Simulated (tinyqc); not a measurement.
Worked calculation: Pariser-Parr-Pople SCF with singles CI, for the molecule C=CC=CC=CC=CC=O (SMILES; centres numbered as the heavy atoms are written). Computed by tinyqc, a small Python program that keeps every step. Settings: charge = 0, gamma = MN, start = huckel, damping = 0, iteration cap = 52, excitations kept = 9. Command: `OMP_NUM_THREADS=1 python tinyqc.py 24671 24672 out.jsonl` (the two numbers bound the seeds that draw the settings). One thread of a shared host (Intel(R) Xeon(R) Processor @ 2.60GHz), about 0.02 s of CPU time with the checks. Later iterations appear only in the table of the cycle.

## PPP integrals

Centres (angstrom, eV; a flat drawing with bonds scaled to 1.40 angstrom):
```
centre        x        y  core charge z        W  gamma_rr
1C      -5.4610  -0.2540              1  11.1600   11.1300
2C      -4.2370   0.4250              1  11.1600   11.1300
3C      -3.0370  -0.2960              1  11.1600   11.1300
4C      -1.8120   0.3820              1  11.1600   11.1300
5C      -0.6120  -0.3390              1  11.1600   11.1300
6C       0.6120   0.3390              1  11.1600   11.1300
7C       1.8120  -0.3820              1  11.1600   11.1300
8C       3.0370   0.2960              1  11.1600   11.1300
9C       4.2370  -0.4250              1  11.1600   11.1300
10O      5.4610   0.2540              1  17.7000   15.2000
```

Resonance integrals (eV):
```
i   j     beta
1   2  -2.3000
2   3  -2.3000
3   4  -2.3000
4   5  -2.3000
5   6  -2.3000
6   7  -2.3000
7   8  -2.3000
8   9  -2.3000
9  10  -2.4200
```

Mataga-Nishimoto: gamma = 14.399645/(R + a), a = 2 x 14.399645/(gamma_rr + gamma_ss); H_rr = -W_r - sum_(s != r) z_s gamma_rs; H_rs = beta for bonds.

repulsion gamma_rs (eV), lower triangle:
```
          1C       2C       3C       4C       5C       6C       7C       8C
1C   11.1300
2C    5.3461  11.1300
3C    3.8728   5.3457  11.1300
4C    2.8812   3.8718   5.3453  11.1300
5C    2.3439   2.8808   3.8718   5.3457  11.1300
6C    1.9470   2.3439   2.8813   3.8728   5.3471  11.1300
7C    1.6807   1.9469   2.3439   2.8814   3.8728   5.3457  11.1300
8C    1.4679   1.6805   1.9468   2.3439   2.8813   3.8718   5.3453  11.1300
9C    1.3099   1.4678   1.6805   1.9469   2.3439   2.8808   3.8718   5.3457
10O   1.1972   1.3341   1.4985   1.7208   2.0012   2.4227   3.0013   4.0930

          9C      10O
9C   11.1300
10O   5.7749  15.2000
```

core matrix H (eV), lower triangle:
```
           1C        2C        3C        4C        5C        6C        7C        8C
1C   -33.2067
2C    -2.3000  -37.3775
3C     0.0000   -2.3000  -39.9465
4C     0.0000    0.0000   -2.3000  -41.3697
5C     0.0000    0.0000    0.0000   -2.3000  -42.0483
6C     0.0000    0.0000    0.0000    0.0000   -2.3000  -42.0731
7C     0.0000    0.0000    0.0000    0.0000    0.0000   -2.3000  -41.4496
8C     0.0000    0.0000    0.0000    0.0000    0.0000    0.0000   -2.3000  -40.1360
9C     0.0000    0.0000    0.0000    0.0000    0.0000    0.0000    0.0000   -2.3000
10O    0.0000    0.0000    0.0000    0.0000    0.0000    0.0000    0.0000    0.0000

           9C       10O
9C   -37.7820
10O   -2.4200  -40.7437
```

## Starting guess

pi electrons, sum of z_r less the charge = 10

Orbitals of the Hueckel matrix of the beta values.

P at the start, lower triangle:
```
          1C       2C       3C       4C       5C       6C       7C      8C
1C    1.0000
2C    0.8580   1.0000
3C    0.0000   0.4996   1.0000
4C   -0.3584   0.0000   0.7476   1.0000
5C    0.0000  -0.1103   0.0000   0.5430   1.0000
6C    0.2481   0.0000  -0.3149   0.0000   0.7315   1.0000
7C    0.0000   0.0434   0.0000  -0.1265   0.0000   0.5413   1.0000
8C   -0.2046   0.0000   0.2319   0.0000  -0.3167   0.0000   0.7521  1.0000
9C    0.0000  -0.0162   0.0000   0.0417   0.0000  -0.1058   0.0000  0.4883
10O   0.1791   0.0000  -0.1961   0.0000   0.2400   0.0000  -0.3514  0.0000

         9C     10O
9C   1.0000
10O  0.8651  1.0000
```

## Iteration 1: Fock matrix

F_rr = H_rr + P_rr gamma_rr / 2 + sum_(s != r) P_ss gamma_rs; F_rs = H_rs - P_rs gamma_rs / 2; E = tr P (H + F) / 2 + core repulsion sum_(r<s) z_r z_s gamma_rs.

F (eV), lower triangle:
```
          1C       2C       3C       4C       5C       6C       7C       8C
1C   -5.5950
2C   -4.5934  -5.5950
3C    0.0000  -3.6353  -5.5950
4C    0.5163   0.0000  -4.2982  -5.5950
5C    0.0000   0.1589   0.0000  -3.7514  -5.5950
6C   -0.2415   0.0000   0.4537   0.0000  -4.2557  -5.5950
7C    0.0000  -0.0423   0.0000   0.1822   0.0000  -3.7468  -5.5950
8C    0.1502   0.0000  -0.2257   0.0000   0.4562   0.0000  -4.3101  -5.5950
9C    0.0000   0.0119   0.0000  -0.0406   0.0000   0.1525   0.0000  -3.6050
10O  -0.1072   0.0000   0.1469   0.0000  -0.2401   0.0000   0.5273   0.0000

          9C       10O
9C   -5.5950
10O  -4.9179  -10.1000
```

pi energy = -129.6341 eV

## Iteration 1: orbitals and new P

Diagonalise F (the basis is taken as orthonormal) and form P = 2 sum c c over the lowest orbitals.

orbital energies (eV): -13.8928  -12.7910  -11.8257  -10.3521  -8.3350  -3.9136  -1.8502  -0.2036  0.9901  1.7189

P after iteration 1, lower triangle:
```
          1C       2C       3C       4C       5C       6C       7C       8C
1C    0.9770
2C    0.8849   1.0004
3C    0.0278   0.4558   0.9664
4C   -0.3488  -0.0009   0.7838   1.0020
5C   -0.0343  -0.0887   0.0417   0.5012   0.9480
6C    0.2198   0.0016  -0.3179  -0.0038   0.7648   1.0072
7C    0.0454   0.0329  -0.0555  -0.1053   0.0700   0.5046   0.9039
8C   -0.1594  -0.0030   0.2085   0.0071  -0.3130  -0.0141   0.7746   1.0292
9C   -0.0707  -0.0139   0.0873   0.0376  -0.1124  -0.0989   0.1608   0.4747
10O   0.1097   0.0064  -0.1382  -0.0158   0.1869   0.0334  -0.2967  -0.0813

         9C     10O
9C   0.7040
10O  0.7903  1.4619
```

## Iteration 2: Fock matrix

As before.

F (eV), lower triangle:
```
          1C       2C       3C       4C       5C       6C       7C       8C
1C   -5.9066
2C   -4.6654  -5.9770
3C   -0.0538  -3.5182  -6.0127
4C    0.5024   0.0017  -4.3948  -6.0683
5C    0.0402   0.1278  -0.0807  -3.6397  -6.0755
6C   -0.2140  -0.0019   0.4580   0.0073  -4.3446  -6.1001
7C   -0.0382  -0.0321   0.0650   0.1517  -0.1355  -3.6487  -6.0071
8C    0.1170   0.0025  -0.2029  -0.0084   0.4509   0.0273  -4.3703  -5.8535
9C    0.0463   0.0102  -0.0733  -0.0366   0.1318   0.1424  -0.3113  -3.5689
10O  -0.0656  -0.0043   0.1035   0.0136  -0.1870  -0.0405   0.4453   0.1664

          9C      10O
9C   -4.9739
10O  -4.7019  -8.6282
```

pi energy = -130.7119 eV

## Iteration 2: orbitals and new P

As before.

orbital energies (eV): -13.4570  -12.8585  -11.9429  -10.5320  -8.6603  -3.8061  -1.9244  -0.3994  0.7047  1.2728

P after iteration 2, lower triangle:
```
          1C       2C       3C       4C       5C       6C       7C       8C
1C    0.9699
2C    0.8971   1.0028
3C    0.0334   0.4335   0.9656
4C   -0.3427  -0.0079   0.8033   1.0075
5C   -0.0333  -0.0785   0.0423   0.4763   0.9557
6C    0.2056   0.0074  -0.3178  -0.0154   0.7857   1.0126
7C    0.0361   0.0279  -0.0472  -0.0929   0.0636   0.4794   0.9256
8C   -0.1415  -0.0069   0.1985   0.0151  -0.3151  -0.0273   0.7962   1.0200
9C   -0.0518  -0.0114   0.0694   0.0313  -0.0978  -0.0858   0.1546   0.4470
10O   0.0912   0.0064  -0.1236  -0.0150   0.1786   0.0313  -0.2996  -0.0781

         9C     10O
9C   0.7255
10O  0.8218  1.4147
```

## Iteration 3: Fock matrix

As before.

F (eV), lower triangle:
```
          1C       2C       3C       4C       5C       6C       7C       8C
1C   -5.8969
2C   -4.6980  -5.9538
3C   -0.0647  -3.4586  -5.9580
4C    0.4937   0.0153  -4.4469  -5.9888
5C    0.0391   0.1131  -0.0818  -3.5730  -5.9732
6C   -0.2002  -0.0087   0.4578   0.0297  -4.4006  -5.9898
7C   -0.0303  -0.0272   0.0553   0.1338  -0.1231  -3.5815  -5.9283
8C    0.1039   0.0058  -0.1933  -0.0177   0.4540   0.0529  -4.4280  -5.8189
9C    0.0339   0.0084  -0.0583  -0.0304   0.1146   0.1235  -0.2994  -3.4948
10O  -0.0546  -0.0043   0.0926   0.0129  -0.1787  -0.0379   0.4496   0.1597

          9C      10O
9C   -5.0548
10O  -4.7929  -8.8038
```

pi energy = -130.7637 eV

## Iteration 3: orbitals and new P

As before.

orbital energies (eV): -13.4020  -12.8889  -11.9539  -10.5312  -8.6812  -3.7114  -1.8955  -0.3742  0.7272  1.3448

P after iteration 3, lower triangle:
```
          1C       2C       3C       4C       5C       6C       7C       8C
1C    0.9729
2C    0.9032   1.0019
3C    0.0318   0.4219   0.9681
4C   -0.3396  -0.0085   0.8138   1.0067
5C   -0.0315  -0.0732   0.0421   0.4619   0.9559
6C    0.1977   0.0074  -0.3163  -0.0161   0.7972   1.0125
7C    0.0339   0.0253  -0.0464  -0.0862   0.0654   0.4654   0.9238
8C   -0.1311  -0.0065   0.1908   0.0151  -0.3135  -0.0293   0.8060   1.0220
9C   -0.0473  -0.0102   0.0658   0.0284  -0.0965  -0.0805   0.1576   0.4363
10O   0.0810   0.0058  -0.1140  -0.0141   0.1709   0.0309  -0.2957  -0.0804

         9C     10O
9C   0.7204
10O  0.8267  1.4156
```

## Convergence

Stop when output and input P, before any damping, agree to 1e-7.

Course of the cycle:
```
iteration       E (eV)  largest |P(out) - P(in)|
1          -129.634140                  4.62e-01
2          -130.711920                  4.72e-02
3          -130.763704                  1.44e-02
4          -130.773913                  7.82e-03
5          -130.776627                  4.20e-03
6          -130.777357                  2.23e-03
7          -130.777553                  1.18e-03
8          -130.777606                  6.18e-04
9          -130.777621                  3.24e-04
10         -130.777624                  1.69e-04
11         -130.777625                  8.84e-05
12         -130.777626                  4.61e-05
13         -130.777626                  2.40e-05
14         -130.777626                  1.25e-05
15         -130.777626                  6.50e-06
16         -130.777626                  3.38e-06
17         -130.777626                  1.76e-06
18         -130.777626                  9.14e-07
19         -130.777626                  4.75e-07
20         -130.777626                  2.47e-07
21         -130.777626                  1.28e-07
22         -130.777626                  6.67e-08
```

Converged in 22 iterations.

## Converged orbitals

Charges are z - P_rr.

orbital energies (eV): -13.4087  -12.8915  -11.9507  -10.5305  -8.7320  -3.6507  -1.8954  -0.3791  0.7220  1.3391

coefficients:
```
        MO1      MO2      MO3      MO4      MO5      MO6      MO7      MO8
1C   0.0904  -0.2040   0.3257   0.4149   0.3994   0.3457   0.4201   0.3638
2C   0.1637  -0.3330   0.4322   0.3755   0.1886  -0.1080  -0.3069  -0.4273
3C   0.2443  -0.4090   0.3092  -0.0813  -0.3944  -0.3925  -0.2263   0.1798
4C   0.3048  -0.3897   0.0499  -0.3787  -0.3361   0.2125   0.4238   0.1413
5C   0.3610  -0.2748  -0.2810  -0.3196   0.3021   0.3938  -0.1309  -0.4121
6C   0.3855  -0.1064  -0.4169   0.0185   0.4153  -0.2994  -0.2531   0.3941
7C   0.3990   0.1082  -0.3267   0.4027  -0.1477  -0.3502   0.3996  -0.0879
8C   0.3711   0.2634  -0.0795   0.3608  -0.4096   0.3508  -0.0953  -0.2351
9C   0.3538   0.3996   0.2543  -0.0755  -0.0585   0.2911  -0.3984   0.4285
10O  0.3339   0.4480   0.4225  -0.3693   0.2822  -0.3074   0.2997  -0.2468

         MO9     MO10
1C    0.2571  -0.1343
2C   -0.3942   0.2347
3C    0.4162  -0.3232
4C   -0.3248   0.3822
5C    0.1113  -0.4091
6C    0.1084   0.4155
7C   -0.3189  -0.3830
8C    0.4290   0.3425
9C   -0.3922  -0.2459
10O   0.1901   0.1090
```

pi charges: 1C 0.0251, 2C -0.0022, 3C 0.0306, 4C -0.0073, 5C 0.0436, 6C -0.0133, 7C 0.0768, 8C -0.0225, 9C 0.2826, 10O -0.4135

## Singles CI, singlets

Over the 9 single excitations with the smallest orbital gaps: A = (e_a - e_i) delta + 2 (ia|jb) - (ij|ab), with (pq|rs) = sum c_mp c_mq gamma_mn c_nr c_ns. f = 2/3 w |mu|^2 in atomic units, mu = sqrt2 sum c_ia sum_m c_mi c_ma R_m.

singlet CI matrix (eV), lower triangle:
```
         5>6      5>7      4>6      3>6      5>8     4>7      2>6      5>9
5>6   3.0926
5>7   0.0918   4.5802
4>6  -0.0385   0.2864   4.6855
3>6   0.0853  -0.1241  -0.0200   5.8794
5>8   0.0012  -0.0096   0.1893   0.3805   5.8575
4>7  -0.3492   0.1662  -0.0930  -0.0170  -0.0742  6.3084
2>6   0.0358   0.0060  -0.1809   0.0568   0.1053  0.0694   6.6939
5>9  -0.0058   0.1138  -0.0959   0.1994  -0.0424  0.0390  -0.3928   6.7925
1>6   0.0308  -0.0186  -0.0458   0.2090  -0.0465  0.0278   0.1254  -0.0461

        1>6
1>6  6.9626
```

singlet excitation energies (eV): 3.0408  4.3065  4.8676  5.4852  6.1094  6.4028  6.4592  6.9730  7.2083

oscillator strengths: 2.2981  0.1335  0.0028  0.0083  0.0895  0.0566  0.1336  0.0222  0.0169

## Singles CI, triplets

Over the 9 single excitations with the smallest orbital gaps: A = (e_a - e_i) delta - (ij|ab), with (pq|rs) = sum c_mp c_mq gamma_mn c_nr c_ns.

triplet CI matrix (eV), lower triangle:
```
         5>6      5>7      4>6      3>6      5>8      4>7     2>6     5>9
5>6   1.0803
5>7  -0.3092   3.0348
4>6   0.2928  -1.0946   3.0165
3>6   0.2776   0.1930   0.2207   4.4338
5>8   0.4058  -0.1349  -0.2511  -0.7575   4.4954
4>7  -1.0946  -0.1701   0.0051  -1.0031  -0.9114   4.7291
2>6  -0.0041  -0.1048  -0.2911  -0.1330  -0.1218  -0.0967  5.3744
5>9  -0.0009   0.3710   0.1946  -0.2267  -0.1424  -0.1094  0.6008  5.5801
1>6   0.0211   0.0051  -0.0031   0.2967   0.0809   0.1223  0.0273  0.0426

        1>6
1>6  5.6194
```

triplet excitation energies (eV): 0.7107  1.8035  2.7269  4.1589  4.9388  5.2291  5.6867  5.9532  6.1558
